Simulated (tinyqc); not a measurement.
Field dependence: Hall effect and magnetoresistance of several carrier groups with constant relaxation times. Computed by tinyqc, a small Python program. Command: `OMP_NUM_THREADS=1 python tinyqc.py 3014767 3014768 out.jsonl hall2 walk`. One thread of a shared host (Intel(R) Xeon(R) Processor @ 2.30GHz), about 0.01 s of CPU time with the checks.

Group 1 has charge -e and group 2 charge +e; s_i is that sign. B lies along z; mu B is formed with mu in m^2/(V s).

Inputs (values chosen for the exercise, for a model conductor):
```
quantity        value        unit
density n1    1.3e+13      1/cm^2
mobility mu1   100000  cm^2/(V s)
density n2    1.3e+13      1/cm^2
mobility mu2    18000  cm^2/(V s)
```

Carriers: compensated semimetal. Densities: per area (a thin layer).

Constants: e = 1.602176634e-19 C.

Method. sigma_xx = sum n_i e mu_i/(1 + mu_i^2 B^2); sigma_xy = sum s_i n_i e mu_i^2 B/(1 + mu_i^2 B^2). rho_xx = sigma_xx/(sigma_xx^2 + sigma_xy^2); Hall coefficient R_H = sigma_xy/(B (sigma_xx^2 + sigma_xy^2)), with B in V s/cm^2 (1 T = 1e-4 V s/cm^2); magnetoresistance MR = rho_xx(B)/rho_xx(0) - 1.

Against the field:
```
B (T)  mu1 B  rho_xx (ohm)  R_H (cm^2/C)      MR (%)
0.005   0.05    4.0706e+00   -3.3364e+05  4.5000e-02
0.015   0.15    4.0853e+00   -3.3364e+05  4.0500e-01
0.04     0.4    4.1860e+00   -3.3364e+05  2.8800e+00
0.1        1    4.8012e+00   -3.3364e+05  1.8000e+01
0.25     2.5    8.6462e+00   -3.3364e+05  1.1250e+02
0.6        6    3.0434e+01   -3.3364e+05  6.4800e+02
1.5       15    1.6885e+02   -3.3364e+05  4.0500e+03
4         40    1.1759e+03   -3.3364e+05  2.8800e+04
12       120    1.0550e+04   -3.3364e+05  2.5920e+05
```

What does the comparison show, and why?

MR starts as B^2.00 and ends as B^2.00: with equal densities of opposite charge no Hall field can balance both groups, so it never saturates. One group alone would show no magnetoresistance in this model. The rows with mu1 B well above 1 show the semiclassical limit; Landau quantisation is left out.
